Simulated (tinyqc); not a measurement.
From base transit time tau_B back to doping ratio N_0/N(W): minority-electron transport through the base of a bipolar transistor (Moll-Ross and Kroemer integrals). Computed by tinyqc, a small Python program. Command: `OMP_NUM_THREADS=1 python tinyqc.py 3024251 3024252 out.jsonl base inv`. One thread of a shared host (Intel(R) Xeon(R) Processor @ 2.30GHz), about 0.02 s of CPU time with the checks.

Low injection, one dimension, x from the emitter edge (0) to the collector edge (W), s = x/W. Recombination is treated as a small correction (valid for tau_B well below tau_n), computed from the stored charge.

Inputs (values chosen for the exercise, modelled on GaAs):

| quantity | value | unit |
|---|---|---|
| intrinsic density n_i at the emitter edge | 2.2e+06 | 1/cm^3 |
| base doping at the emitter edge N_0 | 6.8e+17 | 1/cm^3 |
| base width W | 92 | nm |
| mu_min | 970 | cm^2/(V s) |
| mu_max | 6810 | cm^2/(V s) |
| N_ref | 1.7e+17 | 1/cm^3 |
| saturation velocity v_s | 0.81 | 1e7 cm/s |
| base-emitter voltage V_BE | 0.85 | V |
| temperature T | 300 | K |
| gap narrowing across the base dE_g | 50 | meV |

Base doping profile: Gaussian. Gap grading: linear. Exit of the base: infinite sink.

Constants: k_B = 8.617333262e-05 eV/K; e = 1.602176634e-19 C.

Method. N(x) = N_0 (ratio)^(-s^2); n_i(x)^2 = n_i^2 exp(s dE_g/k_B T); D(x) = (k_B T/e) mu, mu = mu_min + (mu_max - mu_min)/(1 + (N/N_ref)^0.7). With y(x) = N n_i^2/(D n_i(x)^2): base Gummel number G_B = int_0^W y dx; J_C = e n_i^2 exp(e V_BE/k_B T)/G_B; n(x) = (J_C/e)(n_i(x)^2/(N n_i^2)) [int_x^W y dx]; transit time tau_B = (e/J_C) int n dx; trapezoid rule on 401 even points.

Question. A run gave the result below. Find the doping ratio N_0/N(W), known to lie between 29 and 85.

base transit time tau_B = 0.1382588 ps

Answer.

Each step takes the trial c = (a f_b - b f_a)/(f_b - f_a), f being the result less the target and a, b, c the logarithms of the listed values; c replaces end b, the old b replaces a if the sign of f changed, and otherwise f_a is halved.

Scan of the range:

| doping ratio N_0/N(W) | base transit time tau_B (ps) |
|---|---|
| 29.0 | 0.149372 |
| 34.7 | 0.144689 |
| 41.5 | 0.140316 |
| 49.6 | 0.136226 |
| 59.4 | 0.132338 |
| 71.1 | 0.128689 |
| 85.0 | 0.125272 |

False position (Illinois rule, in the logarithm of the input) inside the bracket:

| step | end a | end b | trial | base transit time tau_B (ps) |
|---|---|---|---|---|
| 1 | 41.5000 | 49.6000 | 45.3931 | 0.138227 |
| 2 | 41.5000 | 45.3931 | 45.2707 | 0.138289 |
| 3 | 45.3931 | 45.2707 | 45.3299 | 0.138259 |
| 4 | 45.2707 | 45.3299 | 45.3299 | 0.138259 |

Base transit time tau_B falls at every point of a 13-point scan of the range (every second point is shown), so one value fits; it is bracketed by 41.5 and 49.6. Answer: doping ratio N_0/N(W) = 45.33.

Caution: the mean velocity exceeds v_s, so drift-diffusion with a low-field mobility overstates the speed.
